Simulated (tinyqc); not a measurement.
Inside a calculation. Model: band bending at a free surface with one surface level, surface photovoltage and Kelvin probe.

Program tinyqc, `OMP_NUM_THREADS=1 python tinyqc.py 2430136 2430137 out.jsonl`; Intel Xeon 2.30GHz, shared host, one thread, about 0.02 s. Printed values are rounded.

n-type bulk, xi = Ec - EF = Vt ln(Nc/Nd), p0 = ni^2/Nd, ni = sqrt(Nc Nv) exp(-Eg/(2 Vt)), Eg in volts. b is the upward band bending, u = b/Vt. Space charge per area, in units of q: Qc = sign(b) sqrt((2 eps0 eps_r Vt/q) [(Nd + dn)(exp(-u) - 1) + Nd u + (p0 + dn)(exp(u) - 1)]), with dn the excess density under light (flat quasi-Fermi levels; 0 in the dark). The level holds -Ns f, f = 1/(1 + exp((xi + b - Es)/Vt)). Neutrality: Qc + Qf + (charge of the states) = 0.

Parameters, values chosen for the exercise; band and dielectric values close to those of gallium nitride: temperature T = 300 K; band gap Eg = 3.47 eV; relative permittivity eps_r = 9.67; conduction-band density of states at T Nc = 2.3e18 cm^-3; valence-band density of states at T Nv = 4.62e19 cm^-3; electron affinity chi = 4.18 eV; donor density Nd = 3.1e15 cm^-3; fixed positive charge at the surface Qf = 0 cm^-2; work function of the probe tip pt = 4.2 eV; density of an acceptor-like surface level Ns = 1.4e11 cm^-2; its depth below the conduction edge Es = 0.5 eV; excess carrier density under light dn = 1e11 cm^-3.

Constants: q = 1.602176634e-19 C, kB = 1.380649e-23 J/K, Vt = kB T/q, eps0 = 8.8541878128e-14 F/cm where lengths are in cm. Results are converted to the units shown.

## Bulk quantities

xi, ni, p0, the Debye length sqrt(eps0 eps_r Vt/(q Nd)) and the flat-band work function chi + xi.

xi = 0.1708626 eV
ni = 7.353054e-11 cm^-3
p0 = 1.744110e-36 cm^-3
Debye length = 66.75728 nm
chi + xi = 4.350863 eV

## Charges against band bending

b, point 0 to 6 (V): [0.092, 0.154, 0.216, 0.277, 0.339, 0.401, 0.462]

Evaluate Qc, the surface charge Qf - Ns f and their sum in the dark; the root lies where the sum changes sign.

Qc, point 0 to 6 (cm^-2): [4.707495e10, 6.517747e10, 7.937451e10, 9.122074e10, 1.018599e11, 1.114884e11, 1.202113e11]
surface charge, point 0 to 6 (cm^-2): [-1.399855e11, -1.398402e11, -1.382619e11, -1.235564e11, -5.680698e10, -8.179799e9, -8.158224e8]
sum, point 0 to 6 (cm^-2): [-9.291052e10, -7.466278e10, -5.888737e10, -3.233568e10, 4.505289e10, 1.033086e11, 1.193954e11]

The sum rises steadily with b, so there is one root; bisection gives b = 0.30833 V.

## Work function and Kelvin-probe reading

converged b = 0.3083290 V

Work function chi + xi + b; contact potential difference CPD = (work function of the sample) - pt. Depth of EF below Ec at the surface: xi + b. Depletion width Qc/Nd.

xi + b = 0.4791917 eV
Qc = 9.674309e10 cm^-2
Qc/Nd = 312.0745 nm
work function = 4.659192 eV
CPD = 459.1917 mV

The level is 69.1 % filled: the Fermi level is pinned at it.

## Surface photovoltage

Under chopped light the surface charge keeps its dark value, so b falls to bL with Qc(bL, dn) = Qc(b, 0); the photovoltage is b - bL. Qc rises with b, so bL follows by bisection.

bL = 0.2743911 V
photovoltage = 33.93791 mV
share of b removed = 11.00704 %
excess holes at the surface, dn exp(bL/Vt) = 4.069752e15 cm^-3
